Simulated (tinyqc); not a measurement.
# Changing the time step dt

Model: molecular dynamics of a small cluster by velocity Verlet steps. Computed by tinyqc, a small Python program. Command: `OMP_NUM_THREADS=1 python tinyqc.py 3014751 3014752 out.jsonl verlet sweep`. One thread of a shared host (Intel(R) Xeon(R) Processor @ 2.30GHz), about 0.1 s of CPU time with the checks.

E = sum_(i<j) phi(r_ij), phi(r) = eps [exp(-2 alpha (r - r0)) - 2 exp(-alpha (r - r0))]; the force on i is -sum_j phi'(r_ij) (R_i - R_j)/r_ij.

Inputs (values chosen for the exercise, for model atoms):
```
quantity         value        unit
length r0         2.39    angstrom
well depth eps    0.53          eV
stiffness alpha   2.04  1/angstrom
atomic mass M      120           u
steps              300           -
```

Potential: Morse. Thermostat: none.

starting positions (angstrom):
```
           x      y      z
atom 1  0.01   0.01   0.01
atom 2  2.35  -0.02  -0.04
atom 3  2.39   2.35      0
atom 4  0.01   2.35  -0.01
atom 5  1.13    1.2   1.67
atom 6  1.21   1.15  -1.71
```

starting velocities (angstrom/fs):
```
               x         y         z
atom 1   0.00122   0.00099   0.00151
atom 2   0.00145   0.00053   0.00187
atom 3   0.00027  -0.00041  -0.00089
atom 4  -0.00095  -0.00062  -0.00035
atom 5  -0.00228  -0.00035  -0.00122
atom 6   0.00029  -0.00013  -0.00092
```

Constants: 1 eV/(angstrom u) = 9.648533212e-03 angstrom/fs^2; k_B = 8.617333262e-05 eV/K.

Method:
- Relax the cluster, diagonalise the Hessian (central differences): omega_max = sqrt(c lambda_max/M). Verlet steps are stable for omega_max dt < 2.
- Velocity Verlet: a = c F/M with c = 9.648533212e-3 angstrom/fs^2 per eV/(angstrom u); R(new) = R + v dt + a dt^2/2; v(new) = v + (a + a(new)) dt/2. Kinetic energy K = M v^2/(2c); temperature T = 2K/((3N - 3) k_B), rotation of the cluster included.
- Spread = largest minus smallest value. The test of the step is the spread (largest minus smallest) of the total energy over the run without thermostat, against the spread of K; the step passes below 5 %. The mean T is over the second half.

One run for each value:
```
time step dt (fs)  spread of the total energy (eV)  spread of the total over spread of K  omega_max dt
0.84                                     0.0000139                              0.000239       0.03282
1.30                                     0.0000332                              0.000571       0.05079
1.90                                     0.0000731                              0.001012       0.07423
2.90                                     0.0001700                              0.002357       0.11330
4.40                                     0.0003927                              0.005468       0.17190
6.60                                     0.0008883                              0.012512       0.25786
10.00                                    0.0020486                              0.029003       0.39069
```

Describe and explain the trends.

Over the rows, spread of the total energy (eV) rises from 1.39e-5 to 0.00205 (exponent d ln y / d ln x about 2.0 throughout); spread of the total over spread of K rises from 2.39e-4 to 0.0290 (exponent d ln y / d ln x between 1.5 and 2.0). The exponent of spread of the total energy stays between 2.00 and 2.08, near 2: Verlet steps are of second order. The number of steps is fixed, so a longer step also covers a longer run; for runs of many periods the error scales as dt^2.

Extremes, crossings and ranges named in words are read from the listed rows.
